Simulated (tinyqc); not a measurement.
Energy against coordination: Gupta-type many-body potential for a metal. Computed by tinyqc, a small Python program. Command: `OMP_NUM_THREADS=1 python tinyqc.py 3020297 3020298 out.jsonl gupta walk`. One thread of a shared host (Intel(R) Xeon(R) Processor @ 2.30GHz), about 0.01 s of CPU time with the checks.

E_i = sum_j A exp(-p (r_ij/r0 - 1)) - xi rho_i^gamma, with rho_i = sum_j exp(-2 q (r_ij/r0 - 1)); gamma = 1/2 is the tight-binding second-moment form. The crystal is fcc unless stated; d is the neighbour distance and a fixed number of shells is kept.

Inputs (values chosen for the exercise, modelled on copper):
```
quantity                   value      unit
repulsion A               0.0846        eV
hopping xi                  1.18        eV
decay p                     11.2         -
decay q                     2.35         -
reference distance r0      2.556  angstrom
embedding exponent gamma     0.5         -
```

Method. Nearest neighbours only, z equal bonds relaxed to their best length: r/r0 = 1 + ln[A p z^(1 - gamma)/(2 q gamma xi)]/(p - 2 q gamma), E = z A exp(-p (r/r0 - 1)) - xi [z exp(-2 q (r/r0 - 1))]^gamma.

Relaxed bonds:
```
z   r (angstrom)  E per atom (eV)  E/z (eV)
1         2.2459          -1.2401   -1.2401
2         2.3460          -1.5995   -0.7998
3         2.4045          -1.8563   -0.6188
4         2.4461          -2.0632   -0.5158
6         2.5046          -2.3944   -0.3991
8         2.5461          -2.6613   -0.3327
9         2.5632          -2.7789   -0.3088
12        2.6047          -3.0885   -0.2574
```

Bonds lengthen from 2.246 to 2.605 angstrom between z = 1 and 12, and |E| grows as z^0.367, the exponent gamma (p - 2q)/(p - 2 q gamma) = 0.367; pair bonds would give z^1 at a fixed length.

Extremes, crossings and ranges named in words are read from the listed rows.
